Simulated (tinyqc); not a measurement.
Thermal boundary conductance by the acoustic and diffuse mismatch models: one step, computed by the program tinyqc. Command: `OMP_NUM_THREADS=1 python tinyqc.py 3008310 3008311 out.jsonl kapitza walk`. One thread of a shared host (Intel(R) Xeon(R) Processor @ 2.30GHz), about 0.01 s of CPU time with the checks.

Each side has one longitudinal and two transverse Debye branches, omega = v q up to q_D = (6 pi^2 n)^(1/3), with n counting all atoms. Scattering at the interface is elastic. Electrons are left out of G, also for metals. Melting is ignored. G refers to the temperatures of the phonons sent towards the interface. Linear branches over all atoms overstate G at high T, most for crystals with several atoms a cell.

Question. Cut-off frequencies and impedances. omega_c = v q_D for each branch, given as hbar omega_c/k_B; impedance Z = rho v.

Inputs (values chosen for the exercise, for two model solids):

| quantity | value | unit |
|---|---|---|
| density rho_1 | 13 | g/cm^3 |
| longitudinal velocity vL_1 | 11100 | m/s |
| transverse velocity vT_1 | 4840 | m/s |
| atom density n_1 | 100 | 1/nm^3 |
| density rho_2 | 8.9 | g/cm^3 |
| longitudinal velocity vL_2 | 9690 | m/s |
| transverse velocity vT_2 | 5870 | m/s |
| atom density n_2 | 108 | 1/nm^3 |

Structure: superlattice.

Constants: hbar = 1.054571817e-34 J s; k_B = 1.380649e-23 J/K.

Give: Branches.

Answer.

Branches:

| branch | v (m/s) | cut-off (K) | Z (1e6 kg/(m^2 s)) |
|---|---|---|---|
| L, side 1 | 11100 | 1533.9 | 144.300 |
| T, side 1 | 4840 | 668.8 | 62.920 |
| L, side 2 | 9690 | 1373.9 | 86.241 |
| T, side 2 | 5870 | 832.3 | 52.243 |
